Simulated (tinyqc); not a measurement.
Plane-wave Kohn-Sham cycle with exchange-only LDA in a layered model solid, step by step. One step of it, computed by the program tinyqc.

Question. Iteration 2: potential. V_H(G) = 4 pi rho(G)/G^2 for G != 0 (uniform background); v_x = -(3 rho/pi)^(1/3); V = V_ext + V_H + v_x; Fourier components f(G_m) = (1/N) sum_j f(x_j) exp(-i G_m x_j).

A solid whose potential varies along x alone (atomic units):
```
parameter                      value
period a                    5.400000
cross-section of the cell  40.000000
electrons per cell                 2
grid points                       16
plane waves -n..n, n               2
k points                           3
V1 in V1 cos(2 pi x/a)     -0.290000
```

density after iteration 1 (e/bohr^3): [0.01221508, 0.01188841, 0.01102811, 0.00992046, 0.00886133, 0.00803431, 0.00748901, 0.00719385, 0.00710210, 0.00719385, 0.00748901, 0.00803431, 0.00886133, 0.00992046, 0.01102811, 0.01188841]

Give: Potentials on the grid; V(G_m), m = 0, 1, 2, ....

Answer.

Potentials on the grid (hartree):
```
x       V_ext        V_H     v_x          V
0.000  -0.290      0.024  -0.227     -0.492
0.338  -0.268      0.022  -0.225     -0.470
0.675  -0.205      0.017  -0.219     -0.408
1.012  -0.111      0.008  -0.212     -0.314
1.350       0  -9.25e-04  -0.204     -0.205
1.688   0.111     -0.010  -0.197     -0.096
2.025   0.205     -0.017  -0.193  -4.18e-03
2.362   0.268     -0.021  -0.190      0.057
2.700   0.290     -0.023  -0.189      0.078
3.038   0.268     -0.021  -0.190      0.057
3.375   0.205     -0.017  -0.193  -4.18e-03
3.712   0.111     -0.010  -0.197     -0.096
4.050       0  -9.25e-04  -0.204     -0.205
4.388  -0.111      0.008  -0.212     -0.314
4.725  -0.205      0.017  -0.219     -0.408
5.062  -0.268      0.022  -0.225     -0.470
```

V(G_m), m = 0, 1, 2, ... (hartree): [-0.206, -0.143, -0.001, 0.000, 0.000]
